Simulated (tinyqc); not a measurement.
Worked calculation: band-to-band tunnelling across a p-n junction in a two-band chain. Values are carried at full precision from step to step, so a last printed digit may differ when a step is redone from the rounded ones.

Sites alternate A at -Eg/2 and C at +Eg/2 with hopping -t; near the edges, with k counted from the zone boundary pi/a, E^2 = (Eg/2)^2 + (t a k)^2, so t = sqrt(c Eg/m)/a gives the mass m, c = hbar^2/2m0. In the gap cosh(q a) = 1 + (Eg^2/4 - e^2)/(2 t^2), e the energy from the local mid-gap. The potential is V0 = Eg + ov on the p side (left), 0 on the n side, and falls linearly over the 2N sites of the junction, V_j = V0 (1 - j/(2N + 1)), j = 1 to 2N, site 1 being A. E = Eg/2 + x ov. A half chain that ends on a site of level e1 with neighbour e2 has g = (1 + z)/(E - e1), z = exp(-/+ i k a) the root with Im g < 0, cos(k a) = (E - e1)(E - e2)/(2 t^2) - 1. S_L = t^2 g (ending on C, shifted by V0), S_R = t^2 g (starting on A). T = 4 Im(S_L) Im(S_R) |G_(1,2N)|^2.

Constants: hbar^2/2m0 = 3.80998211 eV angstrom^2.

Parameters, chosen for this exercise (gap and mass near those of GaAs; not measured data): Eg = 1.419 eV (gap); m = 0.0722 m0 (mass of electron and light hole); a = 5 angstrom (period (two sites)); ov = 0.15 eV (overlap: top of the valence band on the p side above the conduction edge on the n side); N = 4 (periods in the small junction); x = 0.6 (energy above the n-side conduction edge, as a share of ov).

## Hopping, field and tunnelling length

Form t, V0, E, the field F = V0/((2N + 1) a/2) (1 V/angstrom = 100 MV/cm) and the length Eg/F over which E lies in the gap.

t = 1.7307 eV
V0 = 1.5690 eV
E = 0.7995 eV
F = 6.973 MV/cm
tunnelling length = 20.35 angstrom

So short a junction keeps the matrix small; its field is above the 1 to 3 MV/cm of tunnel diodes.

## Self-energies of the two sides

Form cos(k a) and S for each side.

cos(k a): left -0.985186, right -0.977329

S_L, S_R (eV): [-0.03000-0.34729i, 0.04500-0.42026i]

## Recursive Green function

g_1 = 1/(E - e_1 - S_L); g_j = 1/(E - e_j - t^2 g_(j-1)), with S_R also subtracted at the last site; G_1j = G_1(j-1) (-t) g_j, G_11 = g_1; e_j is the site level plus V_j. The self-energies stand in the order S_L, S_R.

Sweep:
```
j  e_j (eV)       g_j (1/eV)      G_1j (1/eV)
1    0.6852   1.0204-2.4553i   1.0204-2.4553i
2    1.9298  -0.0585-0.1027i   0.5396-0.0671i
3    0.3365   1.2717-0.6130i  -1.1165+0.7201i
4    1.5812  -0.1878-0.0751i  -0.4565+0.0889i
5   -0.0122   0.7087-0.1160i   0.5420-0.2007i
6    1.2325  -0.3842-0.0522i   0.3785-0.0844i
7   -0.3608   0.4307-0.0292i  -0.2779+0.0821i
8    0.8838  -0.6246-0.2234i  -0.3321-0.0187i
```

T = 0.0646

## WKB for the same field

T = exp(-2 I/F), I = integral of q de across the gap. Continuum: q = sqrt(Eg^2/4 - e^2)/(t a), I = pi Eg^2/(8 t a). Lattice: q from the cosh formula, 12 Gauss-Legendre points in u with e = (Eg/2) sin(u), u from -pi/2 to pi/2. F in V/angstrom is the value in MV/cm over 100.

I (eV/angstrom): continuum 0.091378, lattice 0.090905

T by WKB: continuum 0.0727, lattice 0.0737

The chain gives 0.0646, 0.876 times the lattice WKB value; the exponent is only 2.61, and reflections at the two kinks of the potential count.

## Checks

- G_(1,2N) from the sweep against inversion of the whole matrix (size): both 0.33268.

Computed by tinyqc, a small Python program: `OMP_NUM_THREADS=1 python tinyqc.py 1482247 1482248 out.jsonl` (the numbers bound the seed that draws the inputs); one thread of a shared host (Intel(R) Xeon(R) Processor @ 2.30GHz), about 0.01 s for the whole set of steps.
